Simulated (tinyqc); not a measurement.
Sweep of a uniaxial [111] stress: six-band Luttinger-Kohn model with strain.

Six-band Luttinger-Kohn model in the basis |3/2,3/2>, |3/2,1/2>, |3/2,-1/2>, |3/2,-3/2>, |1/2,1/2>, |1/2,-1/2>, electron energies, zero at the top of the unstrained valence band. H = -[rows: (P+Q, -S, R, 0, -S/r2, r2 R); (-S*, P-Q, 0, R, -r2 Q, r32 S); (R*, 0, P-Q, S, r32 S*, r2 Q); (0, R*, S*, P+Q, -r2 R*, -S*/r2); (-S*/r2, -r2 Q, r32 S, -r2 R, P+Dso, 0); (r2 R*, r32 S*, r2 Q, -S/r2, 0, P+Dso)], r2 = sqrt(2), r32 = sqrt(3/2). Levels are twofold.

P = c g1 k^2 - av tr(e); Q = c g2 (kx^2 + ky^2 - 2 kz^2) - (b/2)(exx + eyy - 2 ezz); R = c sqrt3 [-g2 (kx^2 - ky^2) + 2i g3 kx ky] + (sqrt3/2) b (exx - eyy) - i d exy; S = 2 c sqrt3 g3 (kx - i ky) kz - d (exz - i eyz); c = hbar^2/2m0, e the strain tensor (not engineering shear).

s11 = (C11 + C12)/((C11 - C12)(C11 + 2 C12)), s12 = -C12/((C11 - C12)(C11 + 2 C12)), s44 = 1/C44; exx = s11 sxx + s12 (syy + szz) and cyclic, exy = s44 sxy/2; tension is positive. A uniaxial stress X along the unit vector n is s_ij = X n_i n_j.

Constants: hbar^2/2m0 = 3.80998211 eV angstrom^2.

Parameters, chosen for this exercise (near those of InSb; not measured data):
```
symbol  value           unit  meaning
Dso     0.82            eV    spin-orbit splitting
g1      34.97                 Luttinger gamma1
g2      15.47                 gamma2
g3      16.55                 gamma3
av      0.35            eV    valence hydrostatic potential
b       -1.99           eV    tetragonal shear potential
d       -4.74           eV    trigonal shear potential
C11     70.2            GPa
C12     37.1            GPa
C44     31.5            GPa
load    uniaxial [111]        kind of stress
```

Edges at k = 0 and curvature masses of the top pair along [100] and [001] (step 0.0002 1/angstrom); at zero stress the top is fourfold and has no single curvature.

Edges and masses:
```
X (GPa)  top (eV)  second (eV)  third (eV)  splitting (meV)  m [100]  m [001]
-3.00      0.1575      -0.1376     -0.8618            295.1    0.029    0.029
-2.00      0.0984      -0.0917     -0.8412            190.1    0.029    0.029
-1.00      0.0454      -0.0459     -0.8268             91.2    0.029    0.029
0.00       0.0000       0.0000     -0.8200              0.0        -        -
1.00       0.0459      -0.0362     -0.8224             82.0    0.029    0.029
2.00       0.0917      -0.0620     -0.8352            153.7    0.029    0.029
3.00       0.1376      -0.0769     -0.8589            214.5    0.029    0.029
```

What can be read from this table?

The splitting reaches 295.1 meV under compression and 214.5 meV under the same tension; linear shear terms alone would make the two equal, and the difference comes from the coupling to the split-off band. At the ends of the sweep the top pair has a mass along [100] of 0.029 under compression and 0.029 under tension, nearly the same; along [001] it has 0.029 and 0.029. The top edge itself moves by +158 and +138 meV. The ends of the sweep mean strains up to 3.9 %, beyond the range of linear deformation potentials.

Computed by tinyqc, a small Python program: `OMP_NUM_THREADS=1 python tinyqc.py 1081278 1081279 out.jsonl` (the numbers bound the seed that draws the inputs); one thread of a shared host (Intel(R) Xeon(R) Processor @ 2.30GHz), about 0.03 s for the whole set of steps.
